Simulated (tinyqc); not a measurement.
Binding against mu: shallow acceptor in the spherical model (Baldereschi-Lipari), strong spin-orbit limit. Computed by tinyqc, a small Python program. Command: `OMP_NUM_THREADS=1 python tinyqc.py 3017096 3017097 out.jsonl acceptor walk`. One thread of a shared host (Intel(R) Xeon(R) Processor @ 2.30GHz), about 0.01 s of CPU time with the checks.

The 1S(3/2) state has an s envelope f(r) and a d envelope g(r). In effective units they obey -(f'' + 2f'/r + 2f/r) + mu (g'' + 5g'/r + 3g/r^2) = E f and -(g'' + 2g'/r - 6g/r^2 + 2g/r) + mu (f'' - f'/r) = E g. The cubic term, the split-off band and the central cell are left out.

Inputs (values chosen for the exercise, modelled on germanium):
```
quantity,value,unit
Luttinger gamma_1,13.3,-
Luttinger gamma_2,4.39,-
Luttinger gamma_3,5.63,-
dielectric constant eps,15,-
```

Constants: Ry = 13.605693123 eV; a_0 = 0.529177210903 angstrom.

Method:
- Ry* = Ry/(gamma_1 eps^2), a* = a_0 eps gamma_1, mu = (6 gamma_3 + 4 gamma_2)/(5 gamma_1), delta = (gamma_3 - gamma_2)/gamma_1; spherical masses 1/(gamma_1 (1 - mu)) (heavy) and 1/(gamma_1 (1 + mu)) (light).
- Basis: f_i = exp(-zeta_i r), g_i = r exp(-zeta_i r), weight r^2 dr, s = zeta_i + zeta_j. S_ff = 2/s^3, H_ff = zeta_i zeta_j S_ff - 2/s^2; S_gg = 24/s^5, H_gg = 8/s^3 + 24 zeta_i zeta_j/s^5 - 12/s^4; H(f_i, g_j) = mu (6 zeta_i^2/s^4 + 2 zeta_i/s^3); S_fg = 0. Each function is normalised by sqrt(S_ii).
- Large basis: zeta_i = 0.08 x 1.55^(i-1), i = 1..20 in each channel; overlap eigenvalues below 1e-11 are dropped.

mu = 0.772030

1S(3/2):
```
mu,binding (Ry*),d weight,binding x (1 - mu)
0.10,1.0091,0.00424,0.90817
0.23,1.0502,0.02256,0.80862
0.46,1.2405,0.09239,0.66988
0.50,1.2985,0.10979,0.64927
0.77,2.2961,0.27430,0.52810
0.80,2.5802,0.29828,0.51604
0.90,4.7683,0.38818,0.47683
0.95,9.1447,0.44002,0.45723
```

What does the comparison show, and why?

The binding grows from 1.009 to 9.14 Ry*, slowly at first (second order in mu), while the d weight rises to 0.44. The last column, the binding in units of the heavy-hole Rydberg, falls to 0.457, towards about 0.44 as mu tends to 1.
